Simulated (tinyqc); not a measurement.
Inside a calculation. Model: configuration-coordinate model of a defect: Huang-Rhys factor and luminescence line shape. Computed by tinyqc, a small Python program that keeps every step. Command: `OMP_NUM_THREADS=1 python tinyqc.py 3014699 3014700 out.jsonl ccline walk`. One thread of a shared host (Intel(R) Xeon(R) Processor @ 2.30GHz), about 0.01 s of CPU time with the checks. Intermediate numbers are printed to about 7 digits and carried at full precision; extremes and crossings named in words are read from the listed rows.

Ground state E_g(Q) = (1/2) omega_g^2 Q^2; excited state E_e(Q) = E_0 + (1/2) omega_e^2 (Q - dQ)^2 with omega_e = omega_g and E_0 = E_ZPL. Q is mass-weighted; the dipole does not depend on Q (Condon approximation).

Inputs (values chosen for the exercise, for a model defect):

| quantity | value | unit |
|---|---|---|
| zero-phonon energy E_ZPL | 0.602 | eV |
| displacement dQ | 1.05 | u^(1/2) angstrom |
| ground-state phonon hbar omega_g | 28.5 | meV |
| temperature T | 20 | K |
| refractive index n_r | 3.1 | - |
| transition dipole mu | 1.4 | e angstrom |
| quenching prefactor nu_0 | 7e+11 | 1/s |

Modes: equal frequencies in both states.

Constants: hbar^2/u = 4.18015928e-03 eV angstrom^2; k_B = 8.617333262e-05 eV/K; hbar = 6.582119569e-16 eV s; e = 1.602176634e-19 C; eps_0 = 8.8541878128e-12 F/m; hbar = 1.054571817e-34 J s; c = 299792458 m/s.

## Huang-Rhys factors and vertical energies

S = hbar omega dQ^2/(2 hbar^2/u) for each state; relaxation energy S hbar omega; absorption at E_0 + S_e hbar omega_e, emission at E_0 - S_g hbar omega_g; the Stokes shift is their difference.

S_g = 3.758380

S_e = 3.758380

relaxation energy, ground state = 0.1071138 eV

relaxation energy, excited state = 0.1071138 eV

vertical absorption energy = 0.7091138 eV

vertical emission energy = 0.4948862 eV

Stokes shift = 0.2142276 eV

The coupling is intermediate: phonon replicas can be resolved beside the zero-phonon line.

## Emission lines at zero temperature

From the lowest excited level the line to ground level n lies at E_ZPL - n hbar omega_g with Franck-Condon weight exp(-S) S^n/n!; the emitted intensity carries a further factor E^3. S = S_g; up to eleven lines, of positive energy only, from n = max(0, integer part of S - 5).

Lines:

| n | energy (eV) | weight | intensity / largest |
|---|---|---|---|
| 0 | 0.6020 | 0.0233215 | 0.178948 |
| 1 | 0.5735 | 0.0876511 | 0.581486 |
| 2 | 0.5450 | 0.1647130 | 0.937776 |
| 3 | 0.5165 | 0.2063513 | 1.000000 |
| 4 | 0.4880 | 0.1938866 | 0.792481 |
| 5 | 0.4595 | 0.1457399 | 0.497298 |
| 6 | 0.4310 | 0.0912910 | 0.257064 |
| 7 | 0.4025 | 0.0490152 | 0.112411 |
| 8 | 0.3740 | 0.0230272 | 0.042368 |
| 9 | 0.3455 | 0.0096161 | 0.013948 |
| 10 | 0.3170 | 0.0036141 | 0.004049 |

The weight peaks at n = 3 and the intensity at n = 3.

## Band at temperature T

Overlaps <m_e|n_g> of harmonic-oscillator functions (Hermite recursion, positive leading coefficients) by a sum over an even grid (700 points from x = -9 to 9 + d for the small table, 1500 points from -16 to 16 + d for the thermal sums), with x = Q sqrt(omega_g/hbar), d = sqrt(2 S_g) and frequency ratio omega_e/omega_g. Initial levels m = 0..24 carry Boltzmann weights exp(-m hbar omega_e/k_B T), normalised; final levels n = 0..79; a line lies at E_ZPL + m hbar omega_e - n hbar omega_g with weight w_m <m|n>^2. Moments are taken over these weights without the E^3 factor; FWHM = 2 sqrt(2 ln 2) x standard deviation; the zero-phonon weight is the sum of w_m <m|m>^2.

mean emission energy = 0.4948862 eV

FWHM from the second moment = 0.1301077 eV

zero-phonon weight = 0.02332151

skewness = -0.5158217

## Crossing, radiative lifetime and thermal quenching

The curves cross at the root Q_c nearest dQ; the barrier is (1/2) omega_e^2 (Q_c - dQ)^2, with (1/2) omega^2 = (hbar omega)^2/(2 hbar^2/u). k_r = n_r omega^3 mu^2/(3 pi eps_0 hbar c^3) at the vertical emission energy, without local-field correction; k_nr = nu_0 exp(-barrier/k_B T) (Mott-Seitz); yield = k_r/(k_r + k_nr); T_1/2 = barrier/(k_B ln(nu_0/k_r)).

Q_c = 3.475600 u^(1/2) angstrom

classical barrier = 0.5716171 eV

radiative lifetime = 357.6851 ns

luminescence yield = 1

quenching temperature T_1/2 = 533.6242 K

At 20.0 K the centre is bright; tunnelling, left out here, starts the quenching earlier.

## Width and zero-phonon weight against temperature

For comparison: FWHM(0) sqrt(coth(hbar omega_e/2 k_B T)) with FWHM(0) from the first row, and exp(-S_g coth(hbar omega_e/2 k_B T)).

Against temperature:

| T (K) | mean energy (eV) | FWHM (eV) | coth law (eV) | zero-phonon weight | exp(-S coth) |
|---|---|---|---|---|---|
| 17 | 0.4948862 | 0.1301077 | 0.1301077 | 0.02332150 | 2.332150e-02 |
| 50 | 0.4948862 | 0.1302822 | 0.1302822 | 0.02352783 | 2.308735e-02 |
| 99 | 0.4948862 | 0.1347996 | 0.1347996 | 0.02856959 | 1.769739e-02 |
| 170 | 0.4948862 | 0.1502452 | 0.1502452 | 0.04210883 | 6.658734e-03 |
| 260 | 0.4948862 | 0.1735260 | 0.1735260 | 0.05473956 | 1.249077e-03 |
| 400 | 0.4948862 | 0.2079754 | 0.2079754 | 0.06333202 | 6.750843e-05 |
| 560 | 0.4948862 | 0.2428628 | 0.2428635 | 0.06560555 | 2.054632e-06 |

The width grows by a factor 1.87, flat while k_B T is well below hbar omega and as sqrt(T) above; for equal frequencies the coth law is exact. The mean energy stays fixed, as it must for equal frequencies. The zero-phonon weight goes from 0.0233 to 0.0656; the single exponential assumes equal frequencies, leaves out lines that absorb and emit the same number of phonons, and falls to 2.05e-6. The rise of the weight is a feature of one sharp mode; with a spread of mode energies those lines leave the zero-phonon energy and the weight falls.

Checks made by the program: grid overlaps at equal frequencies against the Poisson weights (relative difference below 1e-10); width at T against the coth law (relative difference below 1e-10).
